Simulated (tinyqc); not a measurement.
Undoped symmetric double-gate MOSFET, analytic potential model: one step of the calculation.

An undoped body of thickness ts between two equal insulators and tied gates; long channel, electrons only, n = ni exp((psi - V)/Vt) with V the quasi-Fermi potential (0 at the source, Vd at the drain), constant mobility, no quantisation. Across the body psi(x) = V - 2 Vt ln[(ts/(2 beta)) sqrt(q ni/(2 eps0 eps_r Vt)) cos(2 beta x/ts)], x from the centre. Q is the electron charge per area of the whole body.

Task. Constants of the body. ni = sqrt(Nc Nv) exp(-Eg/(2 Vt)), Eg in volts; r = eps_r tox/(eox ts); V0 = dphi + 2 Vt ln[(2/ts) sqrt(2 eps0 eps_r Vt/(q ni))].

Values chosen for this exercise; material values close to those of silicon: temperature T = 293 K; band gap Eg = 1.14 eV; relative permittivity of the semiconductor eps_r = 11.6; conduction-band density of states at T Nc = 2.68e19 cm^-3; valence-band density of states at T Nv = 2.55e19 cm^-3; relative permittivity of the gate insulator eox = 8.83; insulator thickness tox = 2.8 nm; body thickness ts = 12 nm; gate work function less that of the intrinsic body dphi = -0.17 V.

Constants: q = 1.602176634e-19 C, kB = 1.380649e-23 J/K, Vt = kB T/q, eps0 = 8.8541878128e-14 F/cm where lengths are in cm. Results are converted to the units shown.

Wanted: ni; r; V0.

Result.

ni = 4.1020e9 cm^-3
r = 0.30653
V0 = 0.31492 V

Numbers from tinyqc (`OMP_NUM_THREADS=1 python tinyqc.py 2440083 2440084 out.jsonl`; about 0.01 s on one thread of a shared Intel Xeon 2.30GHz).
